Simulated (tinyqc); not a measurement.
Worked calculation: CIS on RHF in the sto-6g basis, for BeH2, spin multiplicity 1. One step of it, computed by the program tinyqc.

Question. CIS matrix, triplets. A(ia,jb) = (e_a - e_i) d_ij d_ab - (ij|ab).

orbital energies (hartree): MO1 -4.588490, MO2 -0.466029, MO3 -0.430122, MO4 0.207541, MO5 0.207541, MO6 0.476297, MO7 0.985982

Two-electron integrals over orbitals (pq|rs), unique and non-zero (hartree):
```
(11|11) 2.280390    (21|11) -0.198648   (21|21) 0.027236    (22|11) 0.495017
(22|21) -0.005710   (22|22) 0.422452    (31|11) 0.030977    (31|21) -0.003137
(31|22) 0.005982    (31|31) 0.006733    (32|11) -0.000268   (32|21) 0.003074
(32|22) 0.055698    (32|31) 0.013433    (32|32) 0.148314    (33|11) 0.463528
(33|21) -0.003390   (33|22) 0.398283    (33|31) -0.004027   (33|32) -0.046221
(33|33) 0.454566    (41|41) 0.016050    (42|41) 0.014947    (42|42) 0.048460
(43|41) -0.002427   (43|42) -0.005274   (43|43) 0.015793    (44|11) 0.570047
(44|21) -0.007591   (44|22) 0.371550    (44|31) 0.001146    (44|32) 0.000415
(44|33) 0.359138    (44|44) 0.450117    (51|51) 0.016050    (52|51) 0.014947
(52|52) 0.048460    (53|51) -0.002427   (53|52) -0.005274   (53|53) 0.015793
(54|54) 0.024258    (55|11) 0.570047    (55|21) -0.007591   (55|22) 0.371550
(55|31) 0.001146    (55|32) 0.000415    (55|33) 0.359138    (55|44) 0.401601
(55|55) 0.450117    (61|11) -0.188466   (61|21) 0.026412    (61|22) -0.007486
(61|31) -0.004621   (61|32) -0.000592   (61|33) -0.003784   (61|44) -0.004461
(61|55) -0.004461   (61|61) 0.026307    (62|11) 0.110096    (62|21) -0.007162
(62|22) -0.031567   (62|31) 0.000229    (62|32) -0.016662   (62|33) -0.042891
(62|44) 0.049160    (62|55) 0.049160    (62|61) -0.004381   (62|62) 0.075836
(63|11) -0.027689   (63|21) 0.000816    (63|22) -0.027660   (63|31) -0.002850
(63|32) -0.088026   (63|33) 0.038124    (63|44) -0.012918   (63|55) -0.012918
(63|61) 0.001051    (63|62) -0.004778   (63|63) 0.084363    (64|41) 0.016372
(64|42) 0.046729    (64|43) -0.008401   (64|64) 0.051538    (65|51) 0.016372
(65|52) 0.046729    (65|53) -0.008401   (65|65) 0.051538    (66|11) 0.488538
(66|21) -0.007233   (66|22) 0.397829    (66|31) 0.000320    (66|32) -0.007716
(66|33) 0.414411    (66|44) 0.371189    (66|55) 0.371189    (66|61) -0.006793
(66|62) -0.032916   (66|63) 0.012859    (66|66) 0.415941    (71|11) -0.005245
(71|21) 0.002821    (71|22) 0.006837    (71|31) 0.011389    (71|32) 0.019532
(71|33) -0.006717   (71|44) 3.27e-06    (71|55) 3.27e-06    (71|61) -0.000128
(71|62) -0.000953   (71|63) -0.002020   (71|66) -0.001443   (71|71) 0.022356
(72|11) 0.023661    (72|21) -0.000558   (72|22) -0.019668   (72|31) 0.003239
(72|32) -0.044561   (72|33) 0.007615    (72|44) 0.009536    (72|55) 0.009536
(72|61) -0.000868   (72|62) 0.022496    (72|63) 0.057728    (72|66) -0.002865
(72|71) 0.006752    (72|72) 0.059845    (73|11) 0.135524    (73|21) -0.005068
(73|22) -0.007086   (73|31) -0.000310   (73|32) 0.000378    (73|33) -0.022230
(73|44) 0.056302    (73|55) 0.056302    (73|61) -0.003071   (73|62) 0.068936
(73|63) -0.022261   (73|66) -0.025994   (73|71) -0.001840   (73|72) 0.008413
(73|73) 0.079970    (74|41) 0.000723    (74|42) 0.004487    (74|43) 0.013239
(74|64) 0.001621    (74|74) 0.016435    (75|51) 0.000723    (75|52) 0.004487
(75|53) 0.013239    (75|65) 0.001621    (75|75) 0.016435    (76|11) -0.002255
(76|21) 0.002208    (76|22) 0.047192    (76|31) 0.011341    (76|32) 0.135506
(76|33) -0.047695   (76|44) 0.000621    (76|55) 0.000621    (76|61) -0.000734
(76|62) -0.013530   (76|63) -0.093843   (76|66) -0.011143   (76|71) 0.016584
(76|72) -0.057422   (76|73) 0.003928    (76|76) 0.140755    (77|11) 0.582186
(77|21) -0.008546   (77|22) 0.438173    (77|31) 0.002039    (77|32) 0.014946
(77|33) 0.447819    (77|44) 0.393083    (77|55) 0.393083    (77|61) -0.008889
(77|62) -0.040137   (77|63) -0.002699   (77|66) 0.440465    (77|71) 0.000467
(77|72) -0.011936   (77|73) -0.013533   (77|76) 0.009863    (77|77) 0.496325
```

Give: CIS matrix A, triplet.

Answer.

CIS matrix A, triplet (hartree):
```
         1>4      1>5      1>6      1>7      2>4      2>5      2>6      2>7
1>4   4.2260   0.0000   0.0000   0.0000   0.0076   0.0000   0.0000   0.0000
1>5   0.0000   4.2260   0.0000   0.0000   0.0000   0.0076   0.0000   0.0000
1>6   0.0000   0.0000   4.5762   0.0023   0.0000   0.0000   0.0072  -0.0022
1>7   0.0000   0.0000   0.0023   4.9923   0.0000   0.0000  -0.0022   0.0085
2>4   0.0076   0.0000   0.0000   0.0000   0.3020   0.0000   0.0000   0.0000
2>5   0.0000   0.0076   0.0000   0.0000   0.0000   0.3020   0.0000   0.0000
2>6   0.0000   0.0000   0.0072  -0.0022   0.0000   0.0000   0.5445  -0.0472
2>7   0.0000   0.0000  -0.0022   0.0085   0.0000   0.0000  -0.0472   1.0138
3>4  -0.0011   0.0000   0.0000   0.0000  -0.0004   0.0000   0.0000   0.0000
3>5   0.0000  -0.0011   0.0000   0.0000   0.0000  -0.0004   0.0000   0.0000
3>6   0.0000   0.0000  -0.0003  -0.0113   0.0000   0.0000   0.0077  -0.1355
3>7   0.0000   0.0000  -0.0113  -0.0020   0.0000   0.0000  -0.1355  -0.0149

         3>4      3>5      3>6      3>7
1>4  -0.0011   0.0000   0.0000   0.0000
1>5   0.0000  -0.0011   0.0000   0.0000
1>6   0.0000   0.0000  -0.0003  -0.0113
1>7   0.0000   0.0000  -0.0113  -0.0020
2>4  -0.0004   0.0000   0.0000   0.0000
2>5   0.0000  -0.0004   0.0000   0.0000
2>6   0.0000   0.0000   0.0077  -0.1355
2>7   0.0000   0.0000  -0.1355  -0.0149
3>4   0.2785   0.0000   0.0000   0.0000
3>5   0.0000   0.2785   0.0000   0.0000
3>6   0.0000   0.0000   0.4920   0.0477
3>7   0.0000   0.0000   0.0477   0.9683
```
